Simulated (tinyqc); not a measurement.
Ferroelectric with a first-order transition, Landau-Devonshire energy: one step of the calculation.

One domain with free energy u = al P^2 + be P^4 + ga P^6 - E P, al = a0 (T - T0), be < 0 < ga (P in uC/cm^2, E in kV/cm, u in mJ/cm^3). Equilibrium: E = 2 al P + 4 be P^3 + 6 ga P^5; a state is stable against small changes where dE/dP > 0. The coercive field is that of uniform switching, which real films, switching by domains, do not reach.

Task. Polarisation on the upper branch by Newton steps. f = 2 al P + 4 be P^3 + 6 ga P^5 - Ea, f' = 2 al + 12 be P^2 + 30 ga P^4, P(new) = P - f/f'.

Parameters, values chosen for the exercise: quartic coefficient be = -0.0016 kV cm^5/uC^3; sixth-order coefficient ga = 7.2e-7 kV cm^9/uC^5; applied field Ea = 65 kV/cm.

P at the start = 41.8 uC/cm^2
al = -1 kV cm/uC

Find: f; f'; P after iteration 1.

Result.

f = -64.751 kV/cm
f' = 30.395 kV cm/uC
P after iteration 1 = 43.930 uC/cm^2

Numbers from tinyqc (`OMP_NUM_THREADS=1 python tinyqc.py 2860121 2860122 out.jsonl`; about 0.01 s on one thread of a shared Intel Xeon 2.30GHz).
